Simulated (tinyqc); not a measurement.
Inside a calculation. Model: hot electrons in a saturated n-channel MOSFET, lucky-electron model.

Computed by the program tinyqc: `OMP_NUM_THREADS=1 python tinyqc.py 2550099 2550100 out.jsonl`, one thread of a shared Intel Xeon 2.30GHz, about 0.01 s for the whole run. Printed values are rounded.

Beyond pinch-off the lateral field grows as Esat cosh(y/l) over the velocity-saturated region (pseudo-two-dimensional model). Impact ionisation in this region gives the substrate current, which biases the body forward through Rsub. Currents are per width. Local-field laws: they overstate ionisation when the field peak is narrower than an energy relaxation length.

Values chosen for this exercise; values close to those of silicon n-channel devices:
- L = 0.8 um (channel length)
- tox = 18 nm (oxide thickness)
- xj = 310 nm (junction depth)
- VT = 0.6 V (threshold)
- mu = 270 cm^2/(V s) (effective mobility)
- vs = 9.3e6 cm/s (saturation velocity)
- Ai = 2e6 1/cm (ionisation prefactor)
- Bi = 1.63 MV/cm (ionisation field)
- Rd = 0 ohm um (resistance of the lightly doped drain)
- Rsub = 4000 ohm um (substrate resistance)
- kb = 0.36 (fall of VT per volt of forward body bias)
- lm = 9.6 nm (hot-electron mean free path)
- pb = 3.2 V (oxide barrier)
- Cg = 0.0025 (prefactor of the gate current)
- m = 3.3 (lifetime exponent)
- Hl = 1300 s uA/um (lifetime constant)
- Vd = 3.8 V (drain voltage)
- Vg = 2.6 V (gate voltage)

Constants: eps0 = 8.8541878128e-14 F/cm where lengths are in cm. Results are converted to the units shown.

## Length and field scales

Cox = 3.9 eps0/tox, l = sqrt(3 tox xj), Esat = 2 vs/mu.

Cox = 0.1918407 uF/cm^2
l = 129.3832 nm
Esat = 0.06888889 MV/cm
Esat L = 5.511111 V

## Iteration 1: body bias from the substrate current

Vb at the start = 0 V

Cox = 3.9 eps0/tox. Overdrive g = Vg - VT + kb Vb; Vdsat = g Esat L/(g + Esat L); Id = Cox vs (g - Vdsat); dV = Vd - Id Rd - Vdsat; Em = sqrt((dV/l)^2 + Esat^2); Isub = Id (Ai/Bi) l Em exp(-Bi/Em). Vb(new) = Rsub Isub.

Vdsat = 1.467456 V
Id = 95.01225 uA/um
dV = 2.332544 V
Em = 0.1929955 MV/cm
Isub = 0.06252952 uA/um
Vb after iteration 1 = 2.501181e-4 V

## Iteration 2: body bias from the substrate current

As before.

Vdsat = 1.467504 V
Id = 95.01966 uA/um
dV = 2.332496 V
Em = 0.1929920 MV/cm
Isub = 0.06252369 uA/um
Vb after iteration 2 = 2.500947e-4 V

## Course of the iteration: body bias from the substrate current

Stop when Vb changes by less than 1e-9 V, or after 60 iterations.

Course of the iteration:
```
iteration       Vb (V)  |change| (V)
1          2.501181e-4       2.50e-4
2          2.500947e-4       2.33e-8
3          2.500947e-4      2.17e-12
```

Converged in 3 iterations. The change falls from 2.5e-4 in the first iteration to below the tolerance in the last.

## Gate current, lifetime and channel shortening

Id = 95.01966 uA/um
dV = 2.332496 V
Em = 0.1929920 MV/cm
Isub = 0.06252369 uA/um

Ig = Cg Id exp(-pb/(lm Em)); lifetime tau = (Hl/Id)(Isub/Id)^(-m); length of the saturated region dL = l ln[(dV/l + Em)/Esat]. 1 year = 3.15576e7 s.

Isub/Id = 6.580079e-4
Ig = 0.007493301 pA/um
tau = 13704.50 years
dL = 218.6326 nm

The lifetime exceeds ten years. Integrating Ai exp(-Bi/E) over the cosh profile gives Isub/Id = 6.48e-4, so the closed form is 1.6 % above it.
